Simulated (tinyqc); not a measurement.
Sweeping the field: donor near an oxide interface in a gate field (two-state model).

Interface at z = 0 (hard wall), donor at z = d, field F pulling electrons to the interface: potential e F z; 1 kV/cm = 1e-5 eV/angstrom, c = hbar^2/2m0, q = e^2/(4 pi eps0), Q = (eps - eo)/(eps + eo). Donor state: E_D = e F d - ED - q Q/(4 eps d), the last term joining the images of ion and electron. Interface state: z exp(-b z/2) exp(-rho^2/(2 L^2)) with E_z = c b^2/(4 mz) + 3 e F/b + q Q b/(8 eps), minimised over b; in the plane at z = 3/b the ion (distance D = d - 3/b) and its image (D' = d + 3/b) give E_rho = c/(mt L^2) - (q/eps)(sqrt(pi)/L)[erfcx(D/L) + Q erfcx(D'/L)], erfcx(x) = exp(x^2) erfc(x), minimised over L. E_I = E_z + E_rho.

The two states couple by t = t0 exp(-D/aD) with t0 = q/(eps aD) (2 aD/L) sqrt(aD b/2) v, v a valley factor; this form is an estimate. With detuning u = E_D - E_I the splitting is sqrt(u^2 + 4 t^2) and the lower state has weight (1 - u/sqrt(u^2 + 4 t^2))/2 on the donor.

Constants: hbar^2/2m0 = 3.80998211 eV angstrom^2; e^2/(4 pi eps0) = 14.39964547 eV angstrom.

Values chosen for the exercise (near those of a donor in Si below SiO2, static dielectric constants; shifted at random, so the results belong to these values and not to a real crystal):

| symbol | value | unit | meaning |
|---|---|---|---|
| d | 180 | angstrom | depth of the donor |
| ED | 44.8 | meV | bulk binding energy |
| mz | 0.924 | m0 | mass across the interface |
| mt | 0.193 | m0 | mass in the plane |
| eps | 11.4 |  | dielectric constant of the semiconductor |
| eo | 3.9 |  | dielectric constant of the oxide |
| aD | 18 | angstrom | donor radius |
| v | 0.54 |  | valley factor |
| Fl | (34.72, 34.753, 34.767, 34.774, 34.78, 34.794, 34.827) | kV/cm | fields |

Both levels, the splitting, the donor weight and the mean depth w d + (1 - w) 3/b.

Results:

| F (kV/cm) | E_D (meV) | E_I (meV) | splitting (meV) | donor weight | mean depth (angstrom) |
|---|---|---|---|---|---|
| 34.720 | 16.836 | 16.908 | 0.0729 | 0.996 | 179.5 |
| 34.753 | 16.895 | 16.923 | 0.0292 | 0.975 | 176.5 |
| 34.767 | 16.921 | 16.929 | 0.0127 | 0.846 | 159.0 |
| 34.774 | 16.933 | 16.933 | 0.00920 | 0.465 | 107.0 |
| 34.780 | 16.944 | 16.935 | 0.0127 | 0.155 | 64.6 |
| 34.794 | 16.969 | 16.942 | 0.0292 | 0.025 | 47.0 |
| 34.827 | 17.029 | 16.956 | 0.0729 | 0.004 | 44.0 |

What can be read from this table?

E_D rises by 1.80 and E_I by 0.45 meV per kV/cm, so they cross once, near 34.8 kV/cm, where the splitting is 2t = 0.00918 meV. The donor weight passes from 0.85 to 0.15 while the detuning goes from -2t to 2t, a window of 0.014 kV/cm or 0.039 % of the field; across the table the charge moves by 135 angstrom.

tinyqc: `OMP_NUM_THREADS=1 python tinyqc.py 1250491 1250492 out.jsonl`; about 0.06 s, one thread, shared Intel(R) Xeon(R) Processor @ 2.30GHz.
